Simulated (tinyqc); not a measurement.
# Thin-film resistivity, exact integral against the thick limit

Fuchs-Sondheimer for a film of thickness d, k = d/lam: rho0/rho = 1 - (3 (1 - ps)/(2 k)) int_1^infinity (t^-3 - t^-5)(1 - exp(-k t))/(1 - ps exp(-k t)) dt; thick limit rho/rho0 = 1 + 3 (1 - ps)/(8 k).

Inputs (values chosen for the exercise); metal values close to those of copper: bulk resistivity rho0 = 1.71 uohm cm; bulk mean free path lam = 39.6 nm; specular share of surface scattering ps = 0.

Thin-film resistivity, exact integral against the thick limit:
```
d (nm)	k	rho/rho0, exact	thick limit	error of the limit (%)	rho (uohm cm)
2	0.050505	7.6720	8.4250	9.81	13.119
3.8	0.095960	4.9146	4.9079	-0.136	8.4040
7.4	0.18687	3.2228	3.0068	-6.70	5.5111
14	0.35354	2.2637	2.0607	-8.97	3.8709
28	0.70707	1.6556	1.5304	-7.56	2.8310
54	1.3636	1.3341	1.2750	-4.43	2.2813
110	2.7778	1.1539	1.1350	-1.64	1.9732
200	5.0505	1.0801	1.0742	-0.546	1.8471
400	10.101	1.0386	1.0371	-0.138	1.7759
```

rho/rho0 falls from 7.67 to 1.04. The error of the thick limit goes from 9.8 through a minimum of -9.0 (at d = 14 nm among the rows listed) to -0.14 %; it stays within 5 % for k of 1.364 and above among the rows listed. The change of sign at small k is a crossing of two different laws, not agreement.

tinyqc, about 0.01 s, one thread, Intel Xeon 2.30GHz (shared host): `OMP_NUM_THREADS=1 python tinyqc.py 2100132 2100133 out.jsonl`
